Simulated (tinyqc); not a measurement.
Bulk, dangling and hydrogenated hybrids across the gap: Weaire-Thorpe hybrids on a Bethe lattice: gap and dangling bond of an amorphous tetrahedral solid.

Four sp3 hybrids an atom at energy 0, coupled by -V1 on the atom and by -V2 along a bond; the bonds form a tree (no rings). For any network the gap runs at least from -V2 + V1 to V2 - 3 V1, and p-like states pile up at -V2 + V1 and V2 + V1. On the tree the gap is wider: it ends at Ec = -V1 + sqrt(V2^2 + 4 V1^2 - 2 sqrt3 V1 V2), which makes it well wider than the gaps of the real glasses. A branch seen from a hybrid has the self-energy S = V2^2 g, where g is the Green function of the hybrid across the bond, whose three partners carry S themselves. With a = z - V1, b = a - S: g = 1/(a + V1 b/(b + 3 V1)), z = E + i eta. A full atom has G = (1/b)(b + 3 V1)/(b + 4 V1) per hybrid; a dangling hybrid with shift dh has G = 1/(1/g - dh).

Values chosen for the exercise (of the size of tabulated hybrid energies for amorphous silicon; shifted at random, so the results belong to these values and not to a real crystal):

| symbol | value | unit | meaning |
|---|---|---|---|
| V1 | 1.8 | eV | coupling of two hybrids on one atom |
| V2 | 4.3 | eV | coupling of the two hybrids of a bond |
| eta | 0.02 | eV | broadening |
| dh | -1.39 | eV | shift of the dangling hybrid (rehybridisation) |
| VH | 4.37 | eV | coupling to a hydrogen atom |
| eH | -2.84 | eV | hydrogen level |
| E1s | -3.7 | eV | first energy |
| dE | 0.44 | eV | step |

edges (eV): Ev -2.50000, Ec(bound) -1.10000, Ec(tree) 0.35357

Thirteen energies E1s + j dE. With hydrogen the hybrid gains the self-energy VH^2/(z - eH) and dh = 0.

Density per hybrid (1/eV):

| E (eV) | bulk | dangling | with hydrogen |
|---|---|---|---|
| -3.70 | 0.0017 | 0.0010 | 0.0011 |
| -3.26 | 0.0030 | 0.0009 | 0.0005 |
| -2.82 | 0.0157 | 0.0011 | 0.0003 |
| -2.38 | 0.1077 | 0.0017 | 0.0003 |
| -1.94 | 0.0052 | 0.0031 | 0.0003 |
| -1.50 | 0.0018 | 0.0079 | 0.0003 |
| -1.06 | 0.0010 | 0.0527 | 0.0003 |
| -0.62 | 0.0007 | 0.1397 | 0.0004 |
| -0.18 | 0.0007 | 0.0111 | 0.0005 |
| 0.26 | 0.0013 | 0.0053 | 0.0012 |
| 0.70 | 0.0224 | 0.0396 | 0.0199 |
| 1.14 | 0.0300 | 0.0454 | 0.0363 |
| 1.58 | 0.0344 | 0.0455 | 0.0540 |

Between Ev = -2.50 and Ec = 0.35 eV the bulk density is a broadening tail (least 0.0007). The dangling hybrid reaches 0.140 at -0.62 eV among these rows; its level lies at -0.787 eV, and the peak there, of width eta, is far higher unless a row falls on it. With hydrogen the largest value on the rows inside the gap, more than 0.05 eV from an edge, is 0.0012, and 1/g = VH^2/(E - eH) has no root in the gap: the state has gone into a bonding level below and an antibonding one above.

(tinyqc, `OMP_NUM_THREADS=1 python tinyqc.py 1480443 1480444 out.jsonl`, Intel(R) Xeon(R) Processor @ 2.30GHz, 1 thread, shared host, about 0.02 s.)
